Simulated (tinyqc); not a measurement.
Inside a calculation. Model: all-pass ring resonator.

Numbers from tinyqc (`OMP_NUM_THREADS=1 python tinyqc.py 2650041 2650042 out.jsonl`; about 0.01 s on one thread of a shared Intel Xeon 2.30GHz). Printed values are rounded.

A ring of length L = 2 pi Rr coupled to one bus waveguide: round-trip amplitude a = 10^(-al L/20), self-coupling t = sqrt(1 - k2). At detuning d from the resonance the round-trip phase is p = 2 pi d/FSR and the transmission T = (a^2 - 2 a t cos p + t^2)/(1 - 2 a t cos p + a^2 t^2). Lossless coupler, linear absorption only.

Inputs (values chosen for the exercise); values close to those of silicon nitride waveguides: cold resonance wavelength lam = 1310 nm; ring radius Rr = 50 um; group index ng = 1.99; propagation loss al = 3.4 dB/cm; power coupling k2 = 0.017; thermo-optic change of the effective index dT = 2.4e-5 1/K; thermal resistance Rt = 2.2 K/mW; share of the loss that heats the ring fa = 0.9; input power Pin = 0.78 mW; laser detuning from the cold resonance dl = -5.5 pm.

Constants: c = 299792458 m/s. Results are converted to the units shown.

## Resonance parameters

FSR = lam^2/(ng L), finesse F = pi sqrt(a t)/(1 - a t), FWHM = FSR/F, Q = lam/FWHM, Tmin = (a - t)^2/(1 - a t)^2, power build-up k2 a^2/(1 - a t)^2, optical bandwidth c/(lam Q).

a = 0.987778
t = 0.991464
FSR = 2.74498 nm
F = 150.525
FWHM = 18.2360 pm
Q = 71835.7
Tmin = -14.9698 dB
build-up = 38.8821
bandwidth = 3.18573 GHz

The ring is undercoupled; critical coupling needs k2 = 1 - a^2 = 0.0243.

## Iteration 1: thermal shift of the resonance

s at the start = 0 pm

T is the transmission at d = dl - s, p = 2 pi d/FSR; out = (lam dT/ng) Rt fa (1 - T) Pin; s(new) = out.

d = -5.5 pm
T = 0.290128
out = 17.3209 pm
s after iteration 1 = 17.3209 pm

## Iteration 2: thermal shift of the resonance

As before.

d = -22.8209 pm
T = 0.866695
out = 3.25263 pm
s after iteration 2 = 3.25263 pm

The value that enters this step is an overshoot, farther from the solution than the start was, so its intermediate quantities are not physical.

## Course of the iteration: thermal shift of the resonance

Stop when s changes by less than 1e-7 pm, or after 200 iterations.

Course of the iteration:
```
iteration   s (pm)  |change| (pm)
1          17.3209           17.3
2          3.25263           14.1
3          12.2945           9.04
4          4.91315           7.38
5          10.2522           5.34
6          5.92912           4.32
7          9.18795           3.26
8          6.57170           2.62
9          8.58175           2.01
...            ...            ...
72         7.66139        5.45e-7
73         7.66139        4.29e-7
74         7.66139        3.37e-7
75         7.66139        2.65e-7
76         7.66139        2.09e-7
77         7.66139        1.64e-7
78         7.66139        1.29e-7
79         7.66139        1.02e-7
80         7.66139        7.99e-8
```

Converged in 80 iterations. At the end each change is about 0.79 times the one before, with alternating sign: linear convergence. The equation has 1 root(s).
